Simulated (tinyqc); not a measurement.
Worked calculation: band edges of strained Si(1-x)Ge(x) on relaxed Si(1-y)Ge(y). Values are carried at full precision from step to step, so a last printed digit may differ when a step is redone from the rounded ones.

Values are linear in the Ge fraction but for ED(x) = linear - CD x (1 - x) and a(x) = linear - Ca x (1 - x). Energies are on the common scale of Ev.

Parameters, chosen for this exercise (end members near Si and Ge, in this order; shifted at random, so the results belong to these values and not to a real crystal):
```
symbol  value           unit      meaning
a       (5.427, 5.657)  angstrom  lattice constant
Dso     (0.044, 0.294)  eV        spin-orbit splitting
av      (2.47, 1.22)    eV        valence hydrostatic potential
b       (-2.1, -2.56)   eV        tetragonal shear potential
d       (-4.81, -5.24)  eV        trigonal shear potential
C11     (165.2, 128.6)  GPa
C12     (64, 47.6)      GPa
C44     (79.5, 66.8)    GPa
Ev      (0, 0.65)       eV        top of the unstrained valence band
ED      (1.142, 0.938)  eV        gap to the Delta valleys
EL      (2.043, 0.741)  eV        gap to the L valleys
aD      (1.7, 1.32)     eV        hydrostatic potential of the Delta gap
aL      (-2.87, -2.95)  eV        hydrostatic potential of the L gap
XuD     (9.4, 9.55)     eV        uniaxial potential, Delta
XuL     (16.04, 15.14)  eV        uniaxial potential, L
CD      0.176           eV        bowing of the Delta gap
Ca      0               angstrom  bowing of the lattice constant
x       0.51                      Ge fraction of the layer
y       0                         Ge fraction of the relaxed buffer
face    111                       growth face
```

## Values of the layer and the buffer

Interpolate at x and at y.

Interpolated values (a in angstrom, C11, C12, C44 in GPa, all else in eV):
```
symbol     layer    buffer
a         5.5443    5.4270
Dso       0.1715    0.0440
av        1.8325    2.4700
b        -2.3346   -2.1000
d        -5.0293   -4.8100
C11     146.5340  165.2000
C12      55.6360   64.0000
C44      73.0230   79.5000
Ev        0.3315    0.0000
ED        0.9940    1.1420
EL        1.3790    2.0430
aD        1.5062    1.7000
aL       -2.9108   -2.8700
XuD       9.4765    9.4000
XuL      15.5810   16.0400
```

## Strain of the layer on a (111) buffer

Coherent growth on a (111) face: e_par = (a(y) - a(x))/a(x), e_perp = -(2 C11 + 4 C12 - 4 C44)/(C11 + 2 C12 + 4 C44) e_par; exx = eyy = ezz = (2 e_par + e_perp)/3 and exy = eyz = ezx = (e_perp - e_par)/3.

Use the elastic constants of the layer.

e_par = -0.021157
e_perp = 0.008600

strain tensor in the cubic axes:
```
           x          y          z
x  -0.011238   0.009919   0.009919
y   0.009919  -0.011238   0.009919
z   0.009919   0.009919  -0.011238
```

The layer is under compression in the plane; its volume changes by -3.371 %.

## Conduction valleys of the layer

A valley with unit axis u lies at Ev + gap + (av + a_valley) tr(e) + Xu (u.e.u - tr(e)/3); the Delta axes are x, y, z and the L axes [111], [1-1-1], [-11-1], [-1-11]. The second-order shift of the Delta valleys under shear is left out; it lowers the pair normal to the sheared plane by tens of meV at a shear of 1 %.

Give the hydrostatic shifts, the uniaxial shifts and the edges.

hydrostatic shifts of Delta and L (eV): -0.1126  0.0364

uniaxial shifts (eV): Delta x 0.0000, Delta y 0.0000, Delta z 0.0000, L [111] 0.3091, L [1-1-1] -0.1030, L [-11-1] -0.1030, L [-1-11] -0.1030

valley edges (eV): Delta x 1.2129, Delta y 1.2129, Delta z 1.2129, L [111] 2.0559, L [1-1-1] 1.6438, L [-11-1] 1.6438, L [-1-11] 1.6438

The lowest set is Delta6 (the digit counts whole valleys) at 1.2129 eV; the Delta valleys spread over 0 meV and the L valleys over 412 meV.

## Valence edges of the layer

Valence edges: Ev plus the levels of the 6 x 6 matrix of X, Y, Z times spin with -Dso/3 + l exx + m (eyy + ezz) on the diagonal (cyclic), n exy off it, l = av + 2 b, m = av - b, n = sqrt(3) d. Spin-orbit term (Dso/3) L.sigma on X, Y, Z with (L_k)_ij = -i epsilon_kij: <X+|H|Y+> = -i Dso/3, <X+|H|Z-> = Dso/3, <Y+|H|Z-> = -i Dso/3, <Z+|H|X-> = -Dso/3, <Z+|H|Y-> = i Dso/3, <X-|H|Y-> = i Dso/3, and their conjugates; + and - are the spin along z.

Give the strain block and the three twofold edges.

strain block (eV), lower triangle:
```
         X        Y        Z
X  -0.0618
Y  -0.0864  -0.0618
Z  -0.0864  -0.0864  -0.0618
```

edges from the top (eV): 0.3561  0.2702  0.0114

The top two edges are split by 86 meV.

## Gap and offsets against the buffer

Buffer: Ev(y) and Ec = Ev(y) + min(ED, EL). dEc = Ec(buffer) - Ec(layer), dEv = Ev(layer) - Ev(buffer); positive values confine the carrier in the layer; type I if both have one sign.

gap of the strained layer = 0.8568 eV
gap of the buffer = 1.1420 eV
dEc = -0.0709 eV
dEv = 0.3561 eV

Type II: electrons collect in the buffer (71 meV) and holes in the layer (356 meV). The relaxed layer would have a gap of 0.994 eV, so strain has moved it by -137 meV.

## Checks

- Mean of the three Delta edges against the hydrostatic shift alone (eV): both 1.21292.

(tinyqc, `OMP_NUM_THREADS=1 python tinyqc.py 1051587 1051588 out.jsonl`, Intel(R) Xeon(R) Processor @ 2.30GHz, 1 thread, shared host, about 0.02 s.)
